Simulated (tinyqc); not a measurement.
Comparisons within one model: polytypes by hexagonality, and a cubic inclusion as a quantum well. A value that a table varies takes the place of the one given here.

Gap: E3 + (E2 - E3) h. Valence top Ev2 h and polarisation P2 h, both counted from 3C; Ec = Ev + gap.

A cubic inclusion of width L = N d in the host (h = 1) is a well of depth V = Ec(host) - Ec(3C). Square well with mass mismatch: k tan(k L/2) = (m_w/m_b) q, k = sqrt(m_w E/c), q = sqrt(m_b (V - E)/c), c = hbar^2/2m0, lowest root. The depth of the level, V - E, is its binding, and the transition to the valence top of the host is gap(host) - (V - E). The step in polarisation gives a field |F| = |P|/(eps eps0) in a thin inclusion, eps0 = 8.8541878e-12 F/m.

Constants: hbar^2/2m0 = 3.80998211 eV angstrom^2.

Parameters, chosen for this exercise (of the order of those of InP; the results hold for these values, not for the real material):

| symbol | value | unit | meaning |
|---|---|---|---|
| E3 | 1.427 | eV | gap of the cubic polytype |
| E2 | 1.489 | eV | gap of 2H |
| Ev2 | 0.044 | eV | valence top of 2H above that of 3C |
| P2 | -0.0022 | C/m^2 | spontaneous polarisation of 2H |
| m | (0.08, 0.074) | m0 | electron mass along c in the cubic layer and in the host |
| d | 3.397 | angstrom | thickness of a double layer |
| eps | 12.1 |  | dielectric constant |
| N | 6 |  | double layers in the cubic inclusion |

## Width of the inclusion

Without the field: square well. With it, the potential inside is |F| (z - L/2), the host conduction edge lies at V - |F| L/2 on one side and V + |F| L/2 on the other, and the lowest level E_F is found by finite differences (step 0.25 angstrom, wide box, good to about 1 meV). Holes sit in the host on the high side, so the transition is gap(host) - V + E_F - |F| L/2. A dash: bound by less than 2 meV or not at all.

Results:

| N | L (angstrom) | depth (eV) | transition (eV) | depth below the low side, with field (eV) | transition with field (eV) |
|---|---|---|---|---|---|
| 2 | 6.79 | 0.002 | 1.487 | - | - |
| 4 | 13.59 | 0.009 | 1.480 | - | - |
| 6 | 20.38 | 0.018 | 1.471 | 0.003 | 1.444 |
| 10 | 33.97 | 0.037 | 1.452 | 0.010 | 1.409 |
| 15 | 50.95 | 0.056 | 1.433 | 0.016 | 1.368 |
| 20 | 67.94 | 0.069 | 1.420 | 0.019 | 1.330 |
| 30 | 101.91 | 0.083 | 1.406 | 0.020 | 1.260 |

The square well binds a level even at N = 2 (2 meV), as any symmetric one-dimensional well does; the depth grows to 83 of 106 meV, and the transition tends to E3 - Ev(host) = 1.383 eV. With the field the level is bound by 2 meV or more for N = 6, 10, 15, 20 and 30, and the transition is lowered by 27 meV at N = 6 and 146 meV at N = 30, where |F| L/2 = 105 meV. Free carriers or surface charge screen the field and the step between the two sides; with the field removed every row returns to its square-well depth, and the attraction to the hole, left out here, binds the electron further.

## What each parameter does

Well depth, depth of the level, transition without the field and field. Each row changes one parameter from the base and keeps the others.

Results:

| case | V (eV) | depth (eV) | transition (eV) | \|F\| (MV/cm) |
|---|---|---|---|---|
| base | 0.1060 | 0.0179 | 1.4711 | 0.205 |
| N = 7 | 0.1060 | 0.0227 | 1.4663 | 0.205 |
| Ev2 = 0.074 eV | 0.1360 | 0.0279 | 1.4611 | 0.205 |
| E3 = 1.407 eV | 0.1260 | 0.0244 | 1.4646 | 0.205 |
| E2 = 1.519 eV | 0.1360 | 0.0279 | 1.4911 | 0.205 |
| P2 = -0.0029 C/m^2 | 0.1060 | 0.0179 | 1.4711 | 0.271 |
| eps = 13.1 | 0.1060 | 0.0179 | 1.4711 | 0.190 |
| m = (0.096, 0.074) m0 | 0.1060 | 0.0183 | 1.4707 | 0.205 |

The largest shifts from the base row, up to three for each result and ties (the steps differ in size, so this ranks the rows, not the parameters). V (eV): Ev2 +0.0300, E2 +0.0300, E3 +0.0200; unchanged at the printed digits by N, P2, eps and m. depth (eV): Ev2 +0.0100, E2 +0.0100, E3 +0.0065; unchanged at the printed digits by P2 and eps. transition (eV): E2 +0.0200, Ev2 -0.0100, E3 -0.0065; unchanged at the printed digits by P2 and eps. |F| (MV/cm): P2 +0.065, eps -0.016; unchanged at the printed digits by N, Ev2, E3, E2 and m.

tinyqc: `OMP_NUM_THREADS=1 python tinyqc.py 1850616 1850617 out.jsonl`; about 0.08 s, one thread, shared Intel(R) Xeon(R) Processor @ 2.30GHz.
